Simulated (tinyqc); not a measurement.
Inside a calculation. Method: RHF in the sto-6g basis, for H4, spin multiplicity 1. One step of it, computed by the program tinyqc.

Task: Iteration 2 (converged): orbitals. Diagonalise F' = X^T F X, C = X C', fill 2 alpha and 2 beta electrons from the bottom; D = 2 C_occ C_occ^T. Each column has its largest component positive (the first on a tie).

Fock matrix F (hartree):
```
           1H 1s      2H 1s      3H 1s      4H 1s
1H 1s  -0.377852  -0.603380  -0.273445  -0.256574
2H 1s  -0.603380  -0.377852  -0.256574  -0.273445
3H 1s  -0.273445  -0.256574  -0.377852  -0.603380
4H 1s  -0.256574  -0.273445  -0.603380  -0.377852
```

X:
```
               1          2          3         4
1H 1s   0.936970   0.749274   0.479921  0.338294
2H 1s  -0.936970  -0.749274   0.479921  0.338294
3H 1s  -0.936970   0.749274  -0.479921  0.338294
4H 1s   0.936970  -0.749274  -0.479921  0.338294
```

Give: F' = X^T F X; orbital energies; coefficients C; D after iteration 2.

Result:

F' = X^T F X (hartree):
```
        1       2        3        4
1  0.8512  0.0000   0.0000   0.0000
2  0.0000  0.4686   0.0000   0.0000
3  0.0000  0.0000  -0.4157   0.0000
4  0.0000  0.0000   0.0000  -0.6918
```

orbital energies (hartree): MO1 -0.6918, MO2 -0.4157, MO3 0.4686, MO4 0.8512

coefficients C:
```
          MO1      MO2      MO3      MO4
1H 1s  0.3383   0.4799   0.7493   0.9370
2H 1s  0.3383   0.4799  -0.7493  -0.9370
3H 1s  0.3383  -0.4799   0.7493  -0.9370
4H 1s  0.3383  -0.4799  -0.7493   0.9370
```

D after iteration 2:
```
         1H 1s    2H 1s    3H 1s    4H 1s
1H 1s   0.6895   0.6895  -0.2318  -0.2318
2H 1s   0.6895   0.6895  -0.2318  -0.2318
3H 1s  -0.2318  -0.2318   0.6895   0.6895
4H 1s  -0.2318  -0.2318   0.6895   0.6895
```
